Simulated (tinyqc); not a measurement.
Worked calculation: anisotropic elasticity and sound waves of a cubic crystal. Computed by tinyqc, a small Python program that keeps every step. Command: `OMP_NUM_THREADS=1 python tinyqc.py 3031513 3031514 out.jsonl cubicelastic walk`. One thread of a shared host (Intel(R) Xeon(R) Processor @ 2.30GHz), about 0.01 s of CPU time with the checks. Intermediate numbers are printed to about 6 digits and carried at full precision; extremes and crossings named in words are read from the listed rows.

Voigt order 1..6 = xx, yy, zz, yz, xz, xy, with engineering shear strains. The rotated frame has x' as named, z' along the wafer normal and y' = z' x x'.

Inputs (values chosen for the exercise, for a model crystal):
```
quantity                                value    unit
C11                                       249     GPa
C12                                       191     GPa
C44                                      79.8     GPa
density rho                              10.6  g/cm^3
expansion coefficient of the film          10   ppm/K
expansion coefficient of the substrate    2.6   ppm/K
cooling Delta T                           700       K
```

Frame: (112) wafer, x' along [1-10].

wave normal (not normalised): 4  1.5  1.2

## Compliances and anisotropy

S11 = (C11 + C12)/D, S12 = -C12/D, D = (C11 - C12)(C11 + 2 C12), S44 = 1/C44. Zener ratio A = 2 C44/(C11 - C12); S0 = S11 - S12 - S44/2; H = 2 C44 + C12 - C11.

S11 = 12.0225 1/TPa

S12 = -5.21886 1/TPa

S44 = 12.5313 1/TPa

Zener ratio A = 2.75172

S0 = 10.9757 1/TPa

H = 101.6 GPa

## Stiffness in the rotated frame

direction cosines a (rows x', y', z' in the cube axes):
```
           x          y          z
x'  0.707107  -0.707107   0.000000
y'  0.577350   0.577350  -0.577350
z'  0.408248   0.408248   0.816497
```

C'_ijkl = C12 delta_ij delta_kl + C44 (delta_ik delta_jl + delta_il delta_jk) - H sum_m a_im a_jm a_km a_lm.

C' (GPa), lower triangle (symmetric):
```
         1        2        3       4        5       6
1  299.800
2  157.133  316.733
3  174.067  157.133  299.800
4  -23.947    0.000   23.947  45.933
5    0.000    0.000    0.000   0.000   62.867
6    0.000    0.000    0.000   0.000  -23.947  45.933
```

Normal stress couples to shear strain in this frame.

## Moduli along the axes of the frame

Invert C' to S'. E along x' = 1/S'11, along y' = 1/S'22; Poisson ratios nu(x'y') = -S'12/S'11 and nu(x'z') = -S'13/S'11; in-plane shear modulus 1/S'66.

E along x' = 153.030 GPa

E along y' = 212.523 GPa

nu(x'y') = 0.238772

nu(x'z') = 0.518708

in-plane shear modulus = 36.8112 GPa

E differs between x' and y' by -28.0 %.

## Thermal stress in a film with this orientation

On cooling, a thick substrate imposes eps_1 = eps_2 = (alpha_film - alpha_substrate) Delta T and eps_6 = 0; the free surface sets sigma_3 = sigma_4 = sigma_5 = 0, which fixes eps_3, eps_4, eps_5. Biaxial modulus M = (sigma_1 + sigma_2)/(2 eps); energy density M eps^2. Elastic response and constant coefficients are assumed.

in-plane strain = 5.18 per mille

elastic strain along the normal = -6.19629 per mille

stress along x' = 1146.31 MPa

stress along y' = 1480.99 MPa

biaxial modulus M = 253.600 GPa

energy density = 6.80471 MJ/m^3

The film ends in tension. Caution: the thermal stress of this film exceeds 200 MPa, which can relax by slip, cracking or buckling in a real film.

## Sound waves along the wave normal

In the cube axes, with unit normal n: G_ij = (C12 + C44) n_i n_j + (C44 - H n_i^2) delta_ij, eigenvalues rho v^2, eigenvectors u (columns, largest component positive). Group velocity V_i = [(C12 + C44)(u.n) u_i + C44 n_i - H u_i^2 n_i]/(rho v); its angle to n has cosine v/|V|.

Christoffel matrix (GPa):
```
         x       y       z
x  217.291  82.519  66.015
y   82.519  99.135  24.756
z   66.015  24.756  92.174
```

phase velocities (m/s): 2226.62  2586.15  5186.63

polarisations:
```
        slow       fast  longitudinal
x  -0.537548  -0.055069      0.841433
y   0.713044  -0.562352      0.418723
z   0.450123   0.825062      0.341558
```

group speeds (m/s): 2743.17  2709.92  5282.57

angles between V and n (degree): 35.7381  17.3831  10.9363

Energy flows off the wave normal by up to 35.7 degrees, for the slow transverse wave.

## Polycrystal bounds against single-crystal directions

B = (C11 + 2 C12)/3; Voigt G = (C11 - C12 + 3 C44)/5; Reuss G = 5/(4 (S11 - S12) + 3 S44); Hill is their mean; E = 9BG/(3B + G), nu = (3B - 2G)/(6B + 2G). Along <hkl>, with g = 0, 1/4, 1/3: 1/E = S11 - 2 S0 g; for a film with that normal C33 = C11 + 2 H g and M = [6B - (3B - C33) - (3B - C33)^2/C33]/2.

bulk modulus B = 210.333 GPa

Averages:
```
average  G (GPa)  E (GPa)        nu
Voigt    59.4800  163.069  0.370786
Reuss    46.9221  131.023  0.396178
Hill     53.2011  147.193  0.383365
```

Directions:
```
direction  E (GPa)  biaxial modulus M (GPa)
<100>       83.177                  146.980
<110>      153.030                  282.456
<111>      212.523                  317.957
```

The bounds on G differ by 27 %, while E varies by a factor 2.56 with direction; with A above 1 the stiffest axis is <111>. Under a fixed mismatch strain, grains with a <100> normal store the least energy.

Checks made by the program: E along x' against 1/E = S11 - 2 S0 (l^2 m^2 + m^2 n^2 + n^2 l^2) (relative difference below 1e-10).
